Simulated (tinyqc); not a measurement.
Inside a calculation. Method: Hubbard chain of 3 sites. Computed by tinyqc, a small Python program that keeps every step. Settings: hopping = 1.97, U = 7.1, mixing = 1, iteration cap = 61. Command: `OMP_NUM_THREADS=1 python tinyqc.py 20437 20438 out.jsonl` (the two numbers bound the seeds that draw the settings). One thread of a shared host (Intel(R) Xeon(R) Processor @ 2.60GHz), about 0.2 s of CPU time with the checks.

one-body matrix (hopping and site energies) (eV), order 1, 2, 3:
$$\begin{pmatrix}
0.000000 & -1.970000 & 0.000000 \\
-1.970000 & 0.000000 & -1.970000 \\
0.000000 & -1.970000 & 0.000000
\end{pmatrix}$$

U = 7.100000 eV

electrons, up and down: [2, 2]

n(up) at the start (a guess, not normalised): 1 0.667000, 2 0.667000, 3 0.667000

n(down) at the start (a guess): 1 0.667000, 2 0.667000, 3 0.667000

Each step fills the lowest levels of T + U n(other spin) and sets n(new) = n + mixing (n(out) - n); stop when output and input agree to 1e-8.

Course of the cycle:
```
iteration      E (eV)  largest |n(out) - n(in)|  mean |n_up - n_down|
1          4.19049856                  1.67e-01              0.000000
2          4.15990387                  1.52e-01              0.000000
3          4.14437763                  1.38e-01              0.000000
4          4.12473953                  1.26e-01              0.000000
5          4.11393980                  1.14e-01              0.000000
6          4.10100549                  1.05e-01              0.000000
7          4.09339309                  9.54e-02              0.000000
8          4.08471588                  8.74e-02              0.000000
9          4.07930853                  7.99e-02              0.000000
10         4.07340847                  7.33e-02              0.000000
11         4.06955056                  6.70e-02              0.000000
...               ...                       ...                   ...
51         4.04645533                  2.20e-03              0.000000
52         4.04646339                  2.41e-03              0.000000
53         4.04649582                  3.36e-03              0.000000
54         4.04660302                  5.10e-03              0.000000
55         4.04693016                  8.17e-03              0.000000
56         4.04794083                  1.36e-02              0.000000
57         4.05097485                  2.31e-02              0.000000
58         4.06024197                  3.99e-02              0.000000
59         4.08768057                  6.79e-02              0.000000
60         4.16784892                  1.19e-01              0.000000
61         4.37846758                  1.99e-01              0.000000
```

Can the last value be used, and what does the course show?

Not by the stop rule. Not converged within 61 iterations: the residual wanders without falling. The lowest mean-field energy found from random starts is 3.73238 eV. Reruns (cap 100 unless said): mixing 0.2: converged in 48 to a higher stationary point (E = 4.04642); mixing 0.5: converged in 17 to a higher stationary point (E = 4.04642); mixing 0.9: not converged; the original settings with a cap of 400: not converged.
